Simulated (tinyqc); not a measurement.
Worked calculation: G0W0 on RHF in the 6-31g basis, for H2, spin multiplicity 1. One step of it, computed by the program tinyqc.

Problem. G0W0 on Hartree-Fock: LUMO. W(p,q,m) = sqrt2 sum_ia (pq|ia) (X+Y)_ia,m; Sigma_c(x) = sum_(i,m) W^2/(x - e_i + w_m) + sum_(a,m) W^2/(x - e_a - w_m); solve x = e_p + Sigma_c(x) by Newton steps; Z = 1/(1 - dSigma/dx); 1 hartree = 27.211386 eV.

orbital energies (hartree): MO1 -0.610181, MO2 0.250644, MO3 0.752878, MO4 1.469274

Two-electron integrals over orbitals (pq|rs), unique and non-zero (hartree):
```
(11|11) 0.667940    (21|21) 0.074975    (22|11) 0.432037    (22|22) 0.383475
(31|11) 0.173265    (31|22) 0.046667    (31|31) 0.111631    (32|21) -0.023071
(32|32) 0.037342    (33|11) 0.536819    (33|22) 0.378266    (33|31) 0.119426
(33|33) 0.461960    (41|21) -0.078200   (41|32) -0.016562   (41|41) 0.142542
(42|11) -0.143362   (42|22) -0.051726   (42|31) -0.070891   (42|33) -0.094306
(42|42) 0.064244    (43|21) -0.076485   (43|32) 0.001764    (43|41) 0.121210
(43|43) 0.118917    (44|11) 0.682490    (44|22) 0.440680    (44|31) 0.206700
(44|33) 0.555474    (44|42) -0.167077   (44|44) 0.762119
```

excitation energies w (hartree): 0.980144  1.570531  2.355477

X + Y:
```
            1         2          3
1>2  0.933217  0.000000  -0.055381
1>3  0.000000  0.931610   0.000000
1>4  0.133436  0.000000   0.935632
```

Give: The 12 largest terms at x = e_p; Newton steps; quasiparticle energy of the LUMO; Hartree-Fock value.

Solution.

The 12 largest terms at x = e_p (hartree; W for the signs of X + Y given):
```
q  m       W       term
1  1   0.084   3.85e-03
1  3  -0.109   3.72e-03
4  2  -0.093  -3.13e-03
2  2   0.061  -2.41e-03
3  1  -0.034  -7.60e-04
3  3  -0.020  -1.41e-04
```

Newton steps (hartree):
```
step      x  Sigma_c(x)      Z
0     0.251    1.13e-03  0.994
1     0.252    1.12e-03  0.994
2     0.252    1.12e-03  0.994
```

quasiparticle energy of the LUMO = 6.851 eV

Hartree-Fock value = 6.820 eV
